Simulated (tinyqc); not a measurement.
Gupta-type many-body potential for a metal: one step, computed by the program tinyqc. Command: `OMP_NUM_THREADS=1 python tinyqc.py 3016125 3016126 out.jsonl gupta walk`. One thread of a shared host (Intel(R) Xeon(R) Processor @ 2.30GHz), about 0.01 s of CPU time with the checks.

E_i = sum_j A exp(-p (r_ij/r0 - 1)) - xi rho_i^gamma, with rho_i = sum_j exp(-2 q (r_ij/r0 - 1)); gamma = 1/2 is the tight-binding second-moment form. The crystal is fcc unless stated; d is the neighbour distance and a fixed number of shells is kept.

Task: The (111) surface. fcc shells: d sqrt(k), k = 1..5, with 12, 6, 24, 12, 24 atoms; Omega = d^3/sqrt2. Cut the crystal without relaxation; an atom in layer l keeps the neighbours that lie below the surface plane. Excess = E_i + E_c. Surface energy = sum of excesses over the layers, divided by the area per surface atom: (sqrt3/2) d^2 for (111), d^2 for (100), sqrt2 d^2 for (110).

Inputs (values chosen for the exercise, modelled on aluminium): repulsion A = 0.117 eV; hopping xi = 1.29 eV; decay p = 8.53; decay q = 2.53; reference distance r0 = 2.864 angstrom; shells kept = 3; embedding exponent gamma = 0.5.

Surface: (111).

neighbour distance d = 2.853287 angstrom

cohesive energy E_c = 3.280138 eV

Constants: 1 eV/angstrom^2 = 16.02176634 J/m^2.

Give: Layers; excess per surface atom; surface energy.

Result:

Layers:
```
layer  nearest neighbours  repulsion (eV)    rho  excess (eV)
1                       9           1.101   9.93       0.3161
2                      12           1.476  13.52       0.0126
```

excess per surface atom = 0.3287 eV

surface energy = 0.7470 J/m^2
